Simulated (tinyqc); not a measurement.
Pariser-Parr-Pople SCF with singles CI, for the molecule c1ccnc[cH+]c1 (SMILES; centres numbered as the heavy atoms are written), step by step. Computed by tinyqc, a small Python program that keeps every step. Settings: charge = 1, gamma = MN, start = huckel, damping = 0, iteration cap = 81, excitations kept = 6. Command: `OMP_NUM_THREADS=1 python tinyqc.py 20409 20410 out.jsonl` (the two numbers bound the seeds that draw the settings). One thread of a shared host (Intel(R) Xeon(R) Processor @ 2.60GHz), about 0.04 s of CPU time with the checks. Later iterations appear only in the table of the cycle.

## PPP integrals

Centres (angstrom, eV; a flat drawing with bonds scaled to 1.40 angstrom):

| centre | x | y | core charge z | W | gamma_rr |
|---|---|---|---|---|---|
| 1C | 1.61300 | 0.00000 | 1 | 10.11000 | 11.17000 |
| 2C | 1.00600 | 1.26100 | 1 | 10.11000 | 11.17000 |
| 3C | -0.35900 | 1.57300 | 1 | 10.11000 | 11.17000 |
| 4N | -1.45400 | 0.70000 | 1 | 15.75000 | 10.71000 |
| 5C | -1.45400 | -0.70000 | 1 | 10.11000 | 11.17000 |
| 6C | -0.35900 | -1.57300 | 1 | 10.11000 | 11.17000 |
| 7C | 1.00600 | -1.26100 | 1 | 10.11000 | 11.17000 |

Resonance integrals (eV):

| i | j | beta |
|---|---|---|
| 1 | 2 | -2.50000 |
| 2 | 3 | -2.50000 |
| 3 | 4 | -2.61000 |
| 4 | 5 | -2.61000 |
| 5 | 6 | -2.50000 |
| 6 | 7 | -2.50000 |
| 7 | 1 | -2.50000 |

Mataga-Nishimoto: gamma = 14.399645/(R + a), a = 2 x 14.399645/(gamma_rr + gamma_ss); H_rr = -W_r - sum_(s != r) z_s gamma_rs; H_rs = beta for bonds.

repulsion gamma_rs (eV):
```
          1C        2C        3C        4N        5C        6C        7C
1C  11.17000   5.35577   3.77779   3.22710   3.24682   3.77779   5.35577
2C   5.35577  11.17000   5.35434   3.75050   3.24674   3.24702   3.77831
3C   3.77779   5.35434  11.17000   5.30051   3.77731   3.24672   3.24702
4N   3.22710   3.75050   5.30051  10.71000   5.30132   3.75065   3.22702
5C   3.24682   3.24674   3.77731   5.30132  11.17000   5.35393   3.77716
6C   3.77779   3.24702   3.24672   3.75065   5.35393  11.17000   5.35434
7C   5.35577   3.77831   3.24702   3.22702   3.77716   5.35434  11.17000
```

core matrix H (eV):
```
           1C         2C         3C         4N         5C         6C         7C
1C  -34.85103   -2.50000    0.00000    0.00000    0.00000    0.00000   -2.50000
2C   -2.50000  -34.84267   -2.50000    0.00000    0.00000    0.00000    0.00000
3C    0.00000   -2.50000  -34.81370   -2.61000    0.00000    0.00000    0.00000
4N    0.00000    0.00000   -2.61000  -40.30710   -2.61000    0.00000    0.00000
5C    0.00000    0.00000    0.00000   -2.61000  -34.81328   -2.50000    0.00000
6C    0.00000    0.00000    0.00000    0.00000   -2.50000  -34.84045   -2.50000
7C   -2.50000    0.00000    0.00000    0.00000    0.00000   -2.50000  -34.84962
```

## Starting guess

pi electrons, sum of z_r less the charge = 6

Orbitals of the Hueckel matrix of the beta values.

P at the start:
```
          1C        2C        3C        4N        5C        6C        7C
1C   0.85563   0.64431   0.16032  -0.22480  -0.22737   0.16087   0.64048
2C   0.64431   0.85507   0.63699   0.15480  -0.23413  -0.23120   0.16087
3C   0.16032   0.63699   0.85637   0.64537   0.15778  -0.23413  -0.22737
4N  -0.22480   0.15480   0.64537   0.86587   0.64537   0.15480  -0.22480
5C  -0.22737  -0.23413   0.15778   0.64537   0.85637   0.63699   0.16032
6C   0.16087  -0.23120  -0.23413   0.15480   0.63699   0.85507   0.64431
7C   0.64048   0.16087  -0.22737  -0.22480   0.16032   0.64431   0.85563
```

## Iteration 1: Fock matrix

F_rr = H_rr + P_rr gamma_rr / 2 + sum_(s != r) P_ss gamma_rs; F_rs = H_rs - P_rs gamma_rs / 2; E = tr P (H + F) / 2 + core repulsion sum_(r<s) z_r z_s gamma_rs.

F (eV):
```
          1C        2C        3C         4N        5C        6C        7C
1C  -8.87008  -4.22538  -0.30283    0.36272   0.36911  -0.30387  -4.21513
2C  -4.22538  -8.86218  -4.20532   -0.29029   0.38009   0.37535  -0.30391
3C  -0.30283  -4.20532  -8.84143   -4.32041  -0.29800   0.38008   0.36913
4N   0.36272  -0.29029  -4.32041  -14.65498  -4.32067  -0.29030   0.36271
5C   0.36911   0.38009  -0.29800   -4.32067  -8.84136  -4.20519  -0.30277
6C  -0.30387   0.37535   0.38008   -0.29030  -4.20519  -8.86186  -4.22492
7C  -4.21513  -0.30391   0.36913    0.36271  -0.30277  -4.22492  -8.86988
```

pi energy = -80.88598 eV

## Iteration 1: orbitals and new P

Diagonalise F (the basis is taken as orthonormal) and form P = 2 sum c c over the lowest orbitals.

orbital energies (eV): -19.27240  -15.88531  -14.65258  -7.50155  -5.97798  -2.70689  -1.80507

P after iteration 1:
```
          1C        2C        3C        4N        5C        6C        7C
1C   0.80511   0.67253   0.25330  -0.21387  -0.13464   0.18734   0.58873
2C   0.67253   0.85101   0.58645   0.09974  -0.28352  -0.23699   0.18732
3C   0.25330   0.58645   0.66868   0.61878  -0.02696  -0.28354  -0.13468
4N  -0.21387   0.09974   0.61878   1.35046   0.61880   0.09975  -0.21387
5C  -0.13464  -0.28352  -0.02696   0.61880   0.66868   0.58644   0.25331
6C   0.18734  -0.23699  -0.28354   0.09975   0.58644   0.85097   0.67252
7C   0.58873   0.18732  -0.13468  -0.21387   0.25331   0.67252   0.80509
```

## Iteration 2: Fock matrix

As before.

F (eV):
```
          1C        2C        3C         4N        5C        6C        7C
1C  -9.21474  -4.30095  -0.47845    0.34509   0.21858  -0.35386  -4.07654
2C  -4.30095  -9.15655  -4.07002   -0.18704   0.46025   0.38476  -0.35388
3C  -0.47845  -4.07002  -8.42004   -4.24992   0.05092   0.46028   0.21866
4N   0.34509  -0.18704  -4.24992  -14.40655  -4.25023  -0.18706   0.34508
5C   0.21858   0.46025   0.05092   -4.25023  -8.41962  -4.06987  -0.47840
6C  -0.35386   0.38476   0.46028   -0.18706  -4.06987  -9.15608  -4.30044
7C  -4.07654  -0.35388   0.21866    0.34508  -0.47840  -4.30044  -9.21455
```

pi energy = -82.50509 eV

## Iteration 2: orbitals and new P

As before.

orbital energies (eV): -18.79425  -16.15779  -14.82535  -7.22454  -6.15201  -2.66161  -2.17258

P after iteration 2:
```
          1C        2C        3C        4N        5C        6C        7C
1C   0.80599   0.69251   0.26708  -0.20324  -0.12586   0.17789   0.56803
2C   0.69251   0.86574   0.56885   0.08370  -0.28108  -0.24732   0.17786
3C   0.26708   0.56885   0.62504   0.60747  -0.02400  -0.28111  -0.12592
4N  -0.20324   0.08370   0.60747   1.40655   0.60751   0.08373  -0.20323
5C  -0.12586  -0.28108  -0.02400   0.60751   0.62502   0.56882   0.26710
6C   0.17789  -0.24732  -0.28111   0.08373   0.56882   0.86568   0.69250
7C   0.56803   0.17786  -0.12592  -0.20323   0.26710   0.69250   0.80598
```

## Iteration 3: Fock matrix

As before.

F (eV):
```
          1C        2C        3C         4N        5C        6C        7C
1C  -9.19621  -4.35446  -0.50449    0.32794   0.20433  -0.33602  -4.02113
2C  -4.35446  -9.18349  -4.02292   -0.15696   0.45629   0.40152  -0.33601
3C  -0.50449  -4.02292  -8.39853   -4.21996   0.04532   0.45634   0.20443
4N   0.32794  -0.15696  -4.21996  -14.45281  -4.22029  -0.15701   0.32791
5C   0.20433   0.45629   0.04532   -4.22029  -8.39815  -4.02272  -0.50444
6C  -0.33602   0.40152   0.45634   -0.15701  -4.02272  -9.18308  -4.35394
7C  -4.02113  -0.33601   0.20443    0.32791  -0.50444  -4.35394  -9.19606
```

pi energy = -82.55329 eV

## Iteration 3: orbitals and new P

As before.

orbital energies (eV): -18.76670  -16.14248  -14.84417  -7.19776  -6.18941  -2.69793  -2.16990

P after iteration 3:
```
          1C        2C        3C        4N        5C        6C        7C
1C   0.80459   0.70130   0.27246  -0.20047  -0.12363   0.17451   0.55662
2C   0.70130   0.87219   0.56309   0.07570  -0.27850  -0.24706   0.17448
3C   0.27246   0.56309   0.61381   0.60524  -0.01902  -0.27853  -0.12368
4N  -0.20047   0.07570   0.60524   1.41891   0.60528   0.07573  -0.20046
5C  -0.12363  -0.27850  -0.01902   0.60528   0.61379   0.56305   0.27248
6C   0.17451  -0.24706  -0.27853   0.07573   0.56305   0.87213   0.70130
7C   0.55662   0.17448  -0.12368  -0.20046   0.27248   0.70130   0.80458
```

## Convergence

Stop when output and input P, before any damping, agree to 1e-7.

Course of the cycle:

| iteration | E (eV) | largest \|P(out) - P(in)\| |
|---|---|---|
| 1 | -80.8859775 | 4.85e-01 |
| 2 | -82.5050864 | 5.61e-02 |
| 3 | -82.5532863 | 1.24e-02 |
| 4 | -82.5590142 | 5.62e-03 |
| 5 | -82.5600611 | 2.69e-03 |
| 6 | -82.5602744 | 1.26e-03 |
| 7 | -82.5603192 | 5.90e-04 |
| 8 | -82.5603287 | 2.74e-04 |
| 9 | -82.5603307 | 1.27e-04 |
| 10 | -82.5603311 | 5.87e-05 |
| 11 | -82.5603312 | 2.71e-05 |
| 12 | -82.5603312 | 1.25e-05 |
| 13 | -82.5603312 | 5.78e-06 |
| 14 | -82.5603312 | 2.67e-06 |
| 15 | -82.5603312 | 1.23e-06 |
| 16 | -82.5603312 | 5.67e-07 |
| 17 | -82.5603312 | 2.62e-07 |
| 18 | -82.5603312 | 1.21e-07 |
| 19 | -82.5603312 | 5.57e-08 |

Converged in 19 iterations.

## Converged orbitals

Charges are z - P_rr.

orbital energies (eV): -18.76071  -16.13637  -14.84998  -7.17779  -6.21266  -2.70922  -2.16795

coefficients:
```
        MO1       MO2       MO3       MO4       MO5       MO6       MO7
1C  0.17028   0.55536  -0.25353  -0.37098  -0.41978   0.15828   0.50932
2C  0.22656   0.32694  -0.52931   0.41920  -0.19647  -0.40756  -0.42565
3C  0.38229  -0.04772  -0.39420   0.31757   0.53401   0.50071   0.24385
4N  0.73966  -0.40639  -0.00007  -0.41424   0.00002  -0.34082   0.00000
5C  0.38228  -0.04792   0.39417   0.31750  -0.53400   0.50078  -0.24383
6C  0.22651   0.32665   0.52948   0.41929   0.19639  -0.40761   0.42559
7C  0.17025   0.55521   0.25386  -0.37094   0.41986   0.15828  -0.50928
```

pi charges: 1C 0.19661, 2C 0.12323, 3C 0.39237, 4N -0.42451, 5C 0.39240, 6C 0.12329, 7C 0.19661

## Singles CI, singlets

Over the 6 single excitations with the smallest orbital gaps: A = (e_a - e_i) delta + 2 (ia|jb) - (ij|ab), with (pq|rs) = sum c_mp c_mq gamma_mn c_nr c_ns. f = 2/3 w |mu|^2 in atomic units, mu = sqrt2 sum c_ia sum_m c_mi c_ma R_m.

singlet CI matrix (eV):
```
          3>4       3>5       2>4       2>5       1>4       3>6
3>4   4.90276  -0.00012   0.00033   0.67930   0.00002  -0.22263
3>5  -0.00012   5.62377  -0.63502   0.00007   0.09164   0.00007
2>4   0.00033  -0.63502   5.95586  -0.00003  -0.01022  -0.00006
2>5   0.67930   0.00007  -0.00003   6.58225  -0.00013   0.05228
1>4   0.00002   0.09164  -0.01022  -0.00013   8.16154  -0.00020
3>6  -0.22263   0.00007  -0.00006   0.05228  -0.00020   8.71010
```

singlet excitation energies (eV): 4.64967  5.13199  6.44380  6.82229  8.16538  8.72316

oscillator strengths: 0.31947  0.03055  1.30174  0.86325  0.04578  0.04461

## Singles CI, triplets

Over the 6 single excitations with the smallest orbital gaps: A = (e_a - e_i) delta - (ij|ab), with (pq|rs) = sum c_mp c_mq gamma_mn c_nr c_ns.

triplet CI matrix (eV):
```
         3>4      3>5       2>4       2>5       1>4      3>6
3>4  2.51754  0.00005   0.00001   0.18291   0.00002  0.35523
3>5  0.00005  3.55789   0.18291   0.00008   0.41329  0.00008
2>4  0.00001  0.18291   3.78872  -0.00005  -0.04117  0.00016
2>5  0.18291  0.00008  -0.00005   4.92676  -0.00014  0.26534
1>4  0.00002  0.41329  -0.04117  -0.00014   6.51244  0.00020
3>6  0.35523  0.00008   0.00016   0.26534   0.00020  6.83870
```

triplet excitation energies (eV): 2.47791  3.40919  3.88059  4.89787  6.56926  6.90722
